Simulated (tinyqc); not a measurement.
Worked calculation: inversion-layer mobility, back-scattering and ballistic limit of a field-effect transistor. Computed by tinyqc, a small Python program that keeps every step. Command: `OMP_NUM_THREADS=1 python tinyqc.py 3026092 3026093 out.jsonl mos walk`. One thread of a shared host (Intel(R) Xeon(R) Processor @ 2.30GHz), about 0.01 s of CPU time with the checks. Intermediate numbers are printed to about 6 digits and carried at full precision; extremes and crossings named in words are read from the listed rows.

The charge at the top of the source barrier is fixed by the gate; series resistance and short-channel effects are left out. F_j are Fermi integrals normalised to exp(eta) in the classical limit.

Inputs (values chosen for the exercise, modelled on an InGaAs n-channel):
```
quantity                                       value        unit
transport mass m                               0.045         m_0
valley degeneracy g_v                              1           -
weight w of the inversion charge                 0.5           -
permittivity eps                                13.9           -
phonon mobility at 1 MV/cm and 300 K, mu_ph     3300  cm^2/(V s)
roughness mobility at 1 MV/cm, mu_sr            3000  cm^2/(V s)
Coulomb mobility at N_inv = 1e12/cm^2, mu_C     3300  cm^2/(V s)
electrical oxide thickness t_inv                 3.5          nm
depletion charge N_dep                       4.9e+11      1/cm^2
gate overdrive V_G - V_T                        0.62           V
drain voltage V_D                               0.05           V
channel length L                                 130          nm
exponent a of the critical length               0.83           -
temperature T                                    400           K
```

Statistics at the top of the barrier: Fermi-Dirac.

Constants: eps_0 = 8.8541878128e-12 F/m; e = 1.602176634e-19 C; m_0 = 9.1093837015e-31 kg; k_B = 1.380649e-23 J/K; hbar = 1.054571817e-34 J s; k_B = 8.617333262e-05 eV/K.

## Charge and field

N_inv = 3.9 eps_0 (V_G - V_T)/(e t_inv); effective field E_eff = e (N_dep + w N_inv)/(eps eps_0).

inversion density N_inv = 3.81792e+12 1/cm^2

effective field E_eff = 0.312298 MV/cm

## Effective mobility

mu_phonon = mu_ph (E_eff/1 MV/cm)^(-0.3) (T/300 K)^(-1.75); mu_rough = mu_sr (E_eff/1 MV/cm)^(-2); mu_Coulomb = mu_C (N_inv/1e12 cm^-2) (T/300 K); Matthiessen's rule adds 1/mu.

phonon part = 2828.14 cm^2/(V s)

roughness part = 30759.7 cm^2/(V s)

Coulomb part = 16798.8 cm^2/(V s)

effective mobility mu = 2244.03 cm^2/(V s)

The phonon part is the lowest and holds 79 % of 1/mu.

## Ballistic limit

F_j(eta) = (1/Gamma(j + 1)) int_0^infinity x^j/(1 + exp(x - eta)) dx, F_0 = ln(1 + exp(eta)). Integrals over x = E/(k_B T) use 160 Gauss-Legendre points in u = sqrt(x) from 0 to sqrt(max(eta, 0) + 32). Ballistic channel: N_2D = g_v m k_B T/(pi hbar^2), U = e V_D/(k_B T); eta_F solves N_inv = (N_2D/2)[F_0(eta_F) + F_0(eta_F - U)]; v_T = sqrt(2 k_B T/(pi m)); I/W = e (N_2D/2) v_T [F_1/2(eta_F) - F_1/2(eta_F - U)]; injection velocity v_T F_1/2(eta_F)/F_0(eta_F).

N_2D = 6.47952e+11 1/cm^2

eta_F = 6.61405

thermal velocity v_T = 2.92861 1e7 cm/s

injection velocity = 5.82842 1e7 cm/s

ballistic current I/W = 594.933 microampere/micrometre

Degeneracy raises the injection velocity by a factor 1.99. Caution: the Fermi level lies so high that further subbands and non-parabolicity matter.

## Back-scattering

Mean free path lambda = (2 k_B T/e)(mu/v_T) F_0(eta_0)/F_-1/2(eta_0), with eta_0 from N_inv = N_2D F_0(eta_0); critical length l = L (1 + U)^(-a), an empirical rule; back-scattering r = l/(l + lambda). Then eta solves N_inv = (N_2D/2)[(1 + r) F_0(eta) + (1 - r) F_0(eta - U)] and I/W = e (N_2D/2) v_T (1 - r)[F_1/2(eta) - F_1/2(eta - U)]. Ballistic ratio: I over the ballistic current. Apparent mobility 1/(1/mu + 1/mu_B), mu_B = mu L/lambda.

eta_0 = 5.88952

mean free path lambda = 115.262 nm

critical length l = 61.7806 nm

back-scattering coefficient r = 0.348958

current I/W = 378.332 microampere/micrometre

ballistic ratio = 0.635924

apparent low-field mobility = 1189.43 cm^2/(V s)

L/lambda = 1.13, but at this drain voltage only the first 61.8 nm can return a carrier to the source, so the device works at 64 % of its ballistic limit.

## Channel length

The last column is the long-channel law e N_inv mu V/L with V = V_D - V_D^2/(2 V_ov) below pinch-off and V_ov/2 above, V_ov = V_G - V_T.

Currents (microampere/micrometre):
```
L (nm)         r      I/W  ballistic ratio  long-channel law
5       0.020199  582.142         0.978500           13173.2
10      0.039598  569.886         0.957900            6586.6
20      0.076180  546.853         0.919184            3293.3
40      0.141574  505.931         0.850400            1646.6
80      0.248033  440.014         0.739602             823.3
160     0.397479  348.962         0.586556             411.7
400     0.622532  215.169         0.361670             164.7
1000    0.804805  109.801         0.184560              65.9
```

The current scales as L^-0.73 at the long end and as L^-0.03 at the short end, where it reaches 98 % of the ballistic 595. The long-channel law passes the ballistic limit between 80.0 and 160 nm and has no meaning below. At 1000 nm the model gives 1.67 times the long-channel law; the rule for l is a fit for short devices and fails wherever the model exceeds that law. Raising mu by 10 % at 20 nm raises I by 0.7 %.

## The mobility curve

The formulas are those given above.

Mobilities (cm^2/(V s)):
```
V_G - V_T (V)  N_inv (1/cm^2)  E_eff (MV/cm)   phonon  roughness  Coulomb    total
0.03              1.84738e+11       0.075813  4324.62     521953    812.8   683.34
0.06              3.69476e+11       0.087838  4137.77     388828   1625.7  1163.64
0.12              7.38952e+11       0.111887  3848.02     239640   3251.4  1749.45
0.20              1.23159e+12       0.143953  3567.84     144770   5419.0  2119.87
0.35              2.15528e+12       0.204076  3213.17      72034   9483.2  2322.60
0.50              3.07897e+12       0.264200  2973.66      42979  13547.5  2307.51
0.75              4.61845e+12       0.364405  2700.20      22592  20321.2  2156.02
1.00              6.15793e+12       0.464611  2510.41      13898  27094.9  1971.60
1.50              9.23690e+12       0.665022  2254.34       6783  40642.4  1624.40
```

The lowest part is Coulomb from 0.0300 to 0.120, phonon from 0.200 to 1.50 V. The total peaks at 2323 near E_eff = 0.20 MV/cm: screening lifts it at low density and the field presses it down at high density.

Checks made by the program: long channel and small V_D against the drift formula e N mu V_D/L (relative difference 2e-04).
